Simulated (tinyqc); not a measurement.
Static screening by free carriers, step by step. Values are carried at full precision from step to step, so a last printed digit may differ when a step is redone from the rounded ones.

kF = (3 pi^2 n/Mv)^(1/3), EF = c kF^2/m with c = hbar^2/2m0, n in 1/angstrom^3 (1e-24 per 1/cm^3), e2 = e^2/(4 pi eps0). Thomas-Fermi: qTF^2 = 6 pi e2 n/(eps EF). Debye: qD^2 = 4 pi e2 n/(eps kB T).

Constants: hbar^2/2m0 = 3.80998211 eV angstrom^2; e^2/(4 pi eps0) = 14.39964547 eV angstrom; kB = 8.617333262e-05 eV/K; a0 (Bohr radius) = 0.5291772105 angstrom; hbar = 6.58211957e-16 eV s.

Parameters, chosen for this exercise (near those of InAs; not measured data):
```
symbol  value    unit        meaning
n       1.8e+18  1/cm^3      carrier density
m       0.026    m0          mass of one isotropic valley
Mv      1                    valleys
eps     15.3                 background dielectric constant
T       400      K
q       0.0153   1/angstrom  wave vector
aD      303.3    angstrom    trial radius
NI      1.8e+18  1/cm^3      ionised impurities
```

## Fermi and screening wave vectors

Also the effective Bohr radius aB = a0 eps/m and rs = (3/(4 pi n))^(1/3)/aB.

kF = 0.037633 1/angstrom
EF at 0 K = 207.5 meV
EF/kT = 6.02
qTF = 0.012404 1/angstrom
qD = 0.024852 1/angstrom
aB = 311.4 angstrom
rs = 0.164

The gas is degenerate, so the Thomas-Fermi value applies.

## Screening at finite temperature

F_j(eta) = (1/Gamma(j + 1)) integral_0^infinity x^j dx/(1 + exp(x - eta)), which tends to exp(eta) for eta << 0.

At finite T: qs^2 = qD^2 F_-1/2(eta)/F_1/2(eta), where n = Mv N F_1/2(eta) and N = 2 (m kB T/(4 pi c))^(3/2) with c = hbar^2/2m0, in 1/angstrom^3; times 1e24 for 1/cm^3.

Solve for eta and form qs.

n/(Mv N) = 11.11
eta = 5.877
qs = 0.01224 1/angstrom
screening length 1/qs = 81.68 angstrom

qs is 0.493 of the Debye value and 0.987 of the Thomas-Fermi value.

## Lindhard function at one q

Lindhard at zero temperature: eps(q)/eps = 1 + (qTF/q)^2 L(x), x = q/(2 kF), L(x) = 1/2 + ((1 - x^2)/(4x)) ln|(1 + x)/(1 - x)|.

Compare with Thomas-Fermi, 1 + (qTF/q)^2.

x = 0.2033
L(x) = 0.9861
eps(q)/eps, Lindhard = 1.648
eps(q)/eps, Thomas-Fermi = 1.657

The carriers respond with 99 % of their long-wave strength at this q.

## A donor in the screened potential

Donor in the screened potential -(e2/eps) exp(-qs r)/r with the trial function exp(-r/a): E(a) = c/(m a^2) - (e2/eps) 4/(a (2 + qs a)^2), e2 = e^2/(4 pi eps0), c = hbar^2/2m0; isotropic mass.

Evaluate both terms at a = aD.

kinetic term = 1.593 meV
potential term = -0.380 meV
E(aD) = 1.213 meV
unscreened level -m Ry/eps^2 (Ry = 13.60569312 eV) = -1.511 meV

This trial radius gives no binding, nor does any radius up to 3 aB.

## Ionised-impurity scattering at E = 3 kT

Brooks-Herring rate for an electron of energy E: 1/tau = NI (pi e2^2/(eps^2 hbar)) (sqrt(c/m)/E^(3/2)) Phi(b), with Phi = ln(1 + b) - b/(1 + b), b = (2k/qs)^2, k^2 = m E/c, NI in 1/angstrom^3.

e2 = e^2/(4 pi eps0), c = hbar^2/2m0; mobility estimate mu = tau/(m m0/e) with m0/e = 5.685630e-12 kg/C, times 1e4 for cm^2/(V s).

b = 18.83
Phi = 2.0376
1/tau = 5.64e+12 1/s
mu at this energy = 1.20e+04 cm^2/(V s)

b is well above 1, the regime that the Brooks-Herring formula is meant for; a true mobility averages tau over the distribution.

## Checks

- Scattering rate against the golden-rule integral over angles (1/s): both 5.645e+12.
- L(x) at x = 0.7 against the integral over the Fermi sphere: both 0.81595.

Program tinyqc; command `OMP_NUM_THREADS=1 python tinyqc.py 1680515 1680516 out.jsonl`; about 0.01 s on one thread of a shared Intel(R) Xeon(R) Processor @ 2.30GHz.
